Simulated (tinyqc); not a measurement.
X-ray photoelectron analysis of a thin oxide on a semiconductor: attenuation lengths, thickness, angle series and band offsets: one step, computed by the program tinyqc. Command: `OMP_NUM_THREADS=1 python tinyqc.py 3110387 3110388 out.jsonl xps walk`. One thread of a shared host (Intel(R) Xeon(R) Processor @ 2.30GHz), about 0.01 s of CPU time with the checks.

The same element is seen in the oxide and in the substrate, at nearly the same kinetic energy; films are flat and uniform, and the work function is ignored.

Problem. Peak ratio. R_0 = (rho_o/M_o) L_o/((rho_s/M_s) L_s); peak ratio R = I_ox/I_sub = R_0 [exp(d/(L_o cos theta)) - 1]; hence d = L_o cos theta ln(1 + R/R_0). A carbon layer weakens both peaks alike, by exp(-d_C/(L_o cos theta)) if its L is taken equal to L_o. This R_0 leaves out intrinsic losses from the substrate peak, so calibrated values can be larger.

Inputs (values chosen for the exercise, modelled on SiO2 on 4H-SiC):

| quantity | value | unit |
|---|---|---|
| oxide density | 2.22 | g/cm^3 |
| oxide formula mass | 60.08 | g/mol |
| substrate density | 3.21 | g/cm^3 |
| substrate formula mass | 40.1 | g/mol |
| oxide thickness d | 1.2 | nm |
| emission angle from the normal | 30 | degrees |
| carbon overlayer | 0.46 | nm |

L in the oxide = 1.820840 nm

L in the substrate = 1.364897 nm

Give: R_0; d/(L_o cos theta); ratio R; oxide share of the counts; attenuation by carbon; depth 3 L_o cos theta.

Solution.

R_0 = 0.6158

d/(L_o cos theta) = 0.7610

ratio R = 0.7022

oxide share of the counts = 0.4125

attenuation by carbon = 0.7470

depth 3 L_o cos theta = 4.731 nm
